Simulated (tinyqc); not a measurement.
Changing the temperature T: classical Heisenberg spin chain: exact results, Metropolis, heat-bath and over-relaxation steps, and a Monte Carlo run. Computed by tinyqc, a small Python program. Command: `OMP_NUM_THREADS=1 python tinyqc.py 3130537 3130538 out.jsonl heismc sweep`. One thread of a shared host (Intel(R) Xeon(R) Processor @ 2.30GHz), about 0.01 s of CPU time with the checks.

E = -J sum_i s_i . s_(i+1) for unit vectors s_i on an open chain; K = J/(k_B T).

Inputs (values chosen for the exercise, for a model chain of large moments): coupling J = -35 meV; moment mu = 2.5 mu_B.

Constants: k_B = 8.617333262e-05 eV/K; mu_B = 5.7883818060e-05 eV/T.

Method. Each bond angle is independent, so u = <s_i . s_(i+1)> = coth K - 1/K, <s_i . s_(i+n)> = u^n, correlation length xi = -1/ln|u|, energy per bond -J u, heat capacity per bond c/k_B = 1 - K^2/sinh^2 K, and for the long chain chi = mu^2 (1 + u)/(3 k_B T (1 - u)) per spin.

One run for each value:
```
temperature T (K)  chi (mu_B/T per spin)  xi (sites)  heat capacity (k_B/bond)         u
21.0                           0.0017685      18.836                    1.0000  -0.94830
36.2                           0.0018031      10.712                    1.0000  -0.91087
62.3                           0.0018658       6.006                    0.9996  -0.84662
107.0                          0.0019753       3.285                    0.9709  -0.73757
185.0                          0.0020742       1.777                    0.7551  -0.56960
318.0                          0.0019512       1.049                    0.4037  -0.38563
548.0                          0.0015703       0.698                    0.1646  -0.23846
944.0                          0.0011145       0.512                    0.0595  -0.14168
1630.0                         0.0007274       0.401                    0.0204  -0.08272
2800.0                         0.0004537       0.330                    0.0070  -0.04828
```

What does the table show, and why?

Over the rows, chi (mu_B/T per spin) goes from 0.00177 through a maximum among these rows, 0.00207 at 185, to 4.54e-4; xi (sites) falls from 18.8 to 0.330 (exponent d ln y / d ln x -1.0 between the first rows and -0.36 between the last); heat capacity (k_B/bond) falls from 1.00 to 0.00698. At the low end the exponent of xi is -1.04, close to -1: xi grows as K. chi passes a maximum near k_B T/|J| = 0.46 among these rows and stays finite at low T, since antiparallel neighbours cancel.

Extremes, crossings and ranges named in words are read from the listed rows.
